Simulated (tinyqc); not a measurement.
Bias-temperature instability from a Gaussian distribution of capture and emission barriers: one step, computed by the program tinyqc. Command: `OMP_NUM_THREADS=1 python tinyqc.py 3005806 3005807 out.jsonl bti walk`. One thread of a shared host (Intel(R) Xeon(R) Processor @ 2.30GHz), about 0.01 s of CPU time with the checks.

Each trap has a capture time tau_0 exp(E_c/(k_B T)) under stress and an emission time tau_0 exp(E_e/(k_B T)) after it. E_c is Gaussian, and E_e = E_c + d with d Gaussian and independent. A trap counts as filled once t_s exceeds its capture time and as emptied once t_r exceeds its emission time.

Problem. Stress. Demarcation energies E_s = k_B T ln(t_s/tau_0), E_r = k_B T ln(t_r/tau_0); mean barrier mu = mu_c - k_F F; z = (E_s - mu)/sigma_c; Phi is the standard normal distribution. Temperatures in kelvin are T(C) + 273.15. Shift without recovery dV0 = V_max Phi(z); local time exponent n = d ln dV0/d ln t_s = (k_B T/sigma_c) exp(-z^2/2)/(sqrt(2 pi) Phi(z)); apparent activation energy n E_s.

Inputs (values chosen for the exercise, for a model p-channel transistor):
```
quantity                                 value        unit
shift with all traps filled V_max          110          mV
mean capture barrier at zero field mu_c   1.57          eV
spread of capture barriers sigma_c        0.28          eV
lowering of mu_c per field k_F           0.042  eV/(MV/cm)
oxide field F                              6.3       MV/cm
time constant tau_0                      3e-10           s
temperature T                               60           C
stress time t_s                             60           s
```

Constants: k_B = 8.617333262e-05 eV/K.

Give: E_s; mean barrier mu; z; shift without recovery dV0; time exponent n; apparent activation energy.

Solution.

E_s = 0.7470 eV

mean barrier mu = 1.3054 eV

z = -1.994

shift without recovery dV0 = 2.538 mV

time exponent n = 0.2428

apparent activation energy = 0.1814 eV

The stress has filled 2.3 % of the traps. The apparent energy 0.181 eV is only the share n of the barriers near 0.75 eV that are being crossed.
